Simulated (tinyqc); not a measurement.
Specific resistance of a metal-semiconductor contact and its transmission-line measurement. From specific contact resistance rho_c back to barrier height phi_B. Computed by tinyqc, a small Python program. Command: `OMP_NUM_THREADS=1 python tinyqc.py 3005349 3005350 out.jsonl contact inv`. One thread of a shared host (Intel(R) Xeon(R) Processor @ 2.30GHz), about 0.02 s of CPU time with the checks.

The barrier is parabolic (depletion approximation), energies E are normal energies counted from the band edge in the neutral semiconductor (downwards for holes), and the bias is zero. xi is an input, held fixed when other inputs move.

Inputs (values chosen for the exercise, modelled on n-type silicon):

| quantity | value | unit |
|---|---|---|
| tunnelling mass m | 0.29 | m_0 |
| permittivity eps | 11.7 | - |
| Richardson constant A* | 117 | A/(cm^2 K^2) |
| doping N | 1.6e+19 | 1/cm^3 |
| Fermi level above the band edge in the bulk, xi | -0.0094 | eV |
| temperature T | 300 | K |

Image-force lowering: left out.

Constants: hbar = 1.054571817e-34 J s; eps_0 = 8.8541878128e-12 F/m; m_0 = 9.1093837015e-31 kg; k_B = 8.617333262e-05 eV/K; e = 1.602176634e-19 C.

Method:
- E_00 = (e hbar/2) sqrt(N/(eps eps_0 m)); band bending E_b = phi_B + xi; depletion width w = sqrt(2 eps eps_0 E_b/(e^2 N)).
- WKB transmission for E < E_b, with a = E/E_b: D = exp{-(E_b/E_00) [sqrt(1 - a) - a ln((1 + sqrt(1 - a))/sqrt(a))]}; D = 1 above.
- At zero bias 1/rho_c = (e A*/k_B^2) int D(E) f(E) dE, f = 1/(1 + exp((E - xi)/k_B T)); 200 Gauss-Legendre points from 0 to E_b, and k_B T ln(1 + exp((xi - E_b)/k_B T)) for the part above the barrier; the share of tunnelling is the part below.

Question. A run gave the result below. Find the barrier height phi_B, known to lie between 0.53 and 1 eV.

specific contact resistance rho_c = 0.01865926 ohm cm^2

Answer.

Each step takes the trial c = (a f_b - b f_a)/(f_b - f_a), f being the result less the target and a, b, c the logarithms of the listed values; c replaces end b, the old b replaces a if the sign of f changed, and otherwise f_a is halved.

Scan of the range:

| barrier height phi_B (eV) | specific contact resistance rho_c (ohm cm^2) |
|---|---|
| 0.530 | 7.11043e-05 |
| 0.589 | 2.53801e-04 |
| 0.655 | 1.06232e-03 |
| 0.728 | 5.21843e-03 |
| 0.809 | 3.07707e-02 |
| 0.900 | 2.27753e-01 |
| 1.000 | 2.07151e+00 |

False position (Illinois rule, in the logarithm of the input) inside the bracket:

| step | end a | end b | trial | specific contact resistance rho_c (ohm cm^2) |
|---|---|---|---|---|
| 1 | 0.728000 | 0.809000 | 0.769541 | 0.0129516 |
| 2 | 0.809000 | 0.769541 | 0.781966 | 0.0170051 |
| 3 | 0.809000 | 0.781966 | 0.787689 | 0.0192785 |
| 4 | 0.781966 | 0.787689 | 0.786126 | 0.0186290 |
| 5 | 0.787689 | 0.786126 | 0.786199 | 0.0186587 |
| 6 | 0.787689 | 0.786199 | 0.786201 | 0.0186598 |
| 7 | 0.786199 | 0.786201 | 0.786200 | 0.0186593 |

Specific contact resistance rho_c rises at every point of a 13-point scan of the range (every second point is shown), so one value fits; it is bracketed by 0.728 and 0.809. Answer: barrier height phi_B = 0.7862 eV.
